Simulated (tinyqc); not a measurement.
Worked calculation: Gamma, L and X subbands of a thin body with non-parabolic valleys. Values are carried at full precision from step to step, so a last printed digit may differ when a step is redone from the rounded ones.

Hard walls, flat band, c = hbar^2/2m0, energies from the bulk Gamma edge. For a valley at angle theta to the normal 1/m_z = cos^2/ml + sin^2/mt and m_d = sqrt(ml mt^2/m_z). Subband n starts at E_v + e with e (1 + a e) = c (n pi/t)^2/m_z, and its density-of-states mass is taken as m_d (1 + 2 a e), without further growth at higher in-plane energy. Groups are named by valley and degeneracy.

Constants: hbar^2/2m0 = 3.80998211 eV angstrom^2; kB = 8.617333262e-05 eV/K.

Inputs chosen for the exercise (near those of a thin GaSb channel; shifted at random, so the results belong to these values and not to a real crystal):
```
symbol  value           unit         meaning
face    100                          surface
mG      0.0397          m0           Gamma mass
aG      1.13            1/eV         Gamma non-parabolicity
EL      0.05            eV           L edge above Gamma
mL      (1.283, 0.103)  m0           L valleys (four, along <111>): ml, mt
EX      0.34            eV           X edge above Gamma
mX      (1.514, 0.218)  m0           X valleys (three, along <100>): ml, mt
aS      0.55            1/eV         non-parabolicity of L and X
t       86              angstrom     body thickness
Ns      8.6             x 1e12/cm^2  sheet density
T       300             K            temperature
eot     8               angstrom     equivalent oxide thickness
```

## Valley groups

List degeneracy, edge, m_z, m_d and a.

Groups:
```
group  g  E_v (eV)     m_z     m_d  a (1/eV)
G1     1     0.000  0.0397  0.0397      1.13
L4     4     0.050  0.1485  0.3027      0.55
X1     1     0.340  1.5140  0.2180      0.55
X2     2     0.340  0.2180  0.5745      0.55
```

## Subband edges

n = 1 to 8 for each group; list the ten lowest.

Subbands:
```
subband  g  E (eV)  DOS mass
L4 n=1   4  0.0836    0.3139
G1 n=1   1  0.1135    0.0499
L4 n=2   4  0.1779    0.3453
L4 n=3   4  0.3184    0.3921
X1 n=1   1  0.3434    0.2188
X1 n=2   1  0.3533    0.2212
X2 n=1   2  0.3630    0.5891
G1 n=2   1  0.3632    0.0723
X1 n=3   1  0.3697    0.2251
X1 n=4   1  0.3922    0.2305
```

The lowest subband is L4 n=1, 30 meV below G1 n=1; in the bulk the lowest valley is Gamma.

## Filling and quantum capacitance

n_i = g m/(2 pi c) kB T ln(1 + exp((EF - E_i)/kB T)), sum n_i = Ns (1e12/cm^2 = 1e-4/angstrom^2), c = hbar^2/2m0. Quantum capacitance Cq = 1602.176634 sum g m/(2 pi c) f_i in microfarad/cm^2 with f_i = 1/(1 + exp((E_i - EF)/kB T)); Cox = 34.5313/eot (one gate); C/Cox = Cq/(Cq + Cox), the centroid term left out.

Over the ten listed subbands, named by valley (G, L, X), degeneracy and number.

EF = 0.0786 eV

n_i in the order of the list (1e12/cm^2): 8.157  0.124  0.317  0.002  0.000  0.000  0.000  0.000  0.000  0.000

Cq = 40.63 microfarad/cm^2
Cox = 4.316 microfarad/cm^2
C/Cox = 0.904

EF lies 5 meV below the lowest edge; Gamma holds 1 % of the electrons. The density of states is ample: only 10 % of the gate capacitance is lost.

## Checks

- Cq against the slope dNs/dEF by finite differences, microfarad/cm^2: both 40.63.

Run: tinyqc, `OMP_NUM_THREADS=1 python tinyqc.py 1281348 1281349 out.jsonl`; Intel(R) Xeon(R) Processor @ 2.30GHz, one thread, shared host; about 0.05 s of CPU time with all checks.
